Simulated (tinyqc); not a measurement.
Inside a calculation. Model: drifting, spreading and decaying minority pulse (Haynes-Shockley), Crank-Nicolson time steps.

Program tinyqc, `OMP_NUM_THREADS=1 python tinyqc.py 2310006 2310007 out.jsonl`; Intel Xeon 2.30GHz, shared host, one thread, about 0.01 s. Printed values are rounded.

Low injection in a uniform field: dn/dt = D d2n/dx2 - v dn/dx - n/tau with D = mu Vt and v = mu F towards +x. Exact solution on an infinite bar for a Gaussian start at x0: n = N0 exp(-t/tau) exp(-(x - x0 - v t)^2/(2 s^2))/sqrt(2 pi s^2), s^2 = s0^2 + 2 D t.

Parameters, values chosen for the exercise; mobility close to that of silicon at room temperature: temperature T = 250 K; minority-carrier mobility mu = 474 cm^2/(V s); sweep field along the drift F = 15 V/cm; mesh step hx = 21 um; lifetime tau = 1e-6 s; injected sheet density N0 = 2e9 cm^-2; time step dt = 1.5e-7 s; initial width (standard deviation) s0 = 21 um.

Constants: q = 1.602176634e-19 C, kB = 1.380649e-23 J/K, Vt = kB T/q. Results are converted to the units shown.

## Coefficients of the scheme

Exponentially fitted fluxes: d = F hx/Vt, B(d) = d/(exp(d) - 1), k = D dt/hx^2; (L n)_i = a n_(i-1) + b n_i + c n_(i+1) with a = k B(-d), c = k B(d), b = -a - c - dt/tau. Explicit steps keep n positive for dt up to 1/[(D/hx^2)(B(d) + B(-d)) + 1/tau].

D = 10.2115 cm^2/s
v = 7110 cm/s
d = 1.46217
a = 0.661043
b = -0.964228
c = 0.153185
positivity limit of dt = 1.55565e-7 s

dt is 0.96 times the explicit limit. On this mesh the fitted flux acts like a diffusion coefficient (d/2) coth(d/2) D = 1.17 D for a travelling pulse, before the error of the time steps.

## Initial pulse

Nodes x_i = i hx, i = 1 to 9, n = 0 at nodes 0 and 10; the Gaussian at t = 0 with x0 = 4 hx.

n at t = 0, node 1 to 9 (in units of 1e11 cm^-3): 0.04221  0.51420  2.30448  3.79945  2.30448  0.51420  0.04221  0.00127  0.00001

## Step 1: densities after a time step

(L n)_i = a n_(i-1) + b n_i + c n_(i+1), n = 0 beyond the ends. Crank-Nicolson step: solve n(new) - L n(new)/2 = n + L n/2.

n at t = 1 dt, node 1 to 9 (in units of 1e11 cm^-3): 0.06150  0.39042  1.32599  2.37373  2.27170  1.22344  0.40759  0.10194  0.02302

## Step 2: densities after a time step

As before.

n at t = 2 dt, node 1 to 9 (in units of 1e11 cm^-3): 0.05578  0.27308  0.81234  1.51654  1.79663  1.39443  0.74696  0.29932  0.09753

## Course in time

The same steps, now on nodes 1 to 60 (n = 0 at nodes 0 and 61), for 24 steps; centre = sum x n/sum n. Deviations are from the exact pulse, as a share of its largest value on the nodes; a run counts as stable if they stay under 100 %.

Course of the iteration:
```
step  hx sum n (cm^-2)  centre (um)  most negative n (cm^-3), 0 if none  largest deviation (% of the peak)
1            1.71915e9      94.8178                                   0                               3.38
2            1.47751e9      105.663                                   0                               5.07
3            1.26986e9      116.518                                   0                               5.52
4            1.09156e9      127.368                                   0                               5.93
5            9.38457e8      138.206                                   0                               6.10
6            8.06962e8      149.029                                   0                               6.23
7            6.93989e8      159.837                                   0                               6.33
8            5.96901e8      170.633                                   0                               6.40
9            5.13442e8      181.417                                   0                               6.47
...                ...          ...                                 ...                                ...
16           1.79143e8      256.698                                   0                               6.81
17           1.54139e8      267.436                                   0                               6.82
18           1.32627e8      278.171                                   0                               6.90
19           1.14117e8      288.905                                   0                               6.89
20           9.81916e7      299.637                                   0                               6.99
21           8.44889e7      310.368                                   0                               6.97
22           7.26987e7      321.098                                   0                               7.07
23           6.25540e7      331.827                                   0                               7.05
24           5.38250e7      342.556                                   0                               7.15
```

The run is stable. After 24 steps the deviation is 7.2 % of the peak. From step 1 to the last the centre has moved at 1.01 v and the content is 1.5 % below N0 exp(-t/tau). On an endless mesh these steps would give a speed of 1.01 v and a content of 0.993 times the exact one, from dt/tau = 0.150 alone; the rest comes from the absorbing ends.
